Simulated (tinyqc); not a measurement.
# True capacitance, leakage and series resistance from two frequencies

Problem. A capacitance C in parallel with G and in series with Rs is measured as Cp and D = Gp/(w Cp) at two frequencies. The series reading Cs = Cp (1 + D^2) equals C + G^2/(w^2 C), and Re Z = D/(w Cp (1 + D^2)) = Rs + G/(G^2 + w^2 C^2). Find C, G and Rs.

f (Hz): 10000  1e5
Cp (pF): 4.96849531  4.96849530
D: 1.12114793  0.112151880

Answer. w^2 Cs = w^2 C + G^2/C is a straight line in w^2 with slope C; the intercept gives G, and the real part then gives Rs.

C = 4.969 pF
G = 0.3500 uS
Rs = 12.00 ohm

Numbers from tinyqc (`OMP_NUM_THREADS=1 python tinyqc.py 2022080 2022081 out.jsonl`; about 0.01 s on one thread of a shared Intel Xeon 2.30GHz).
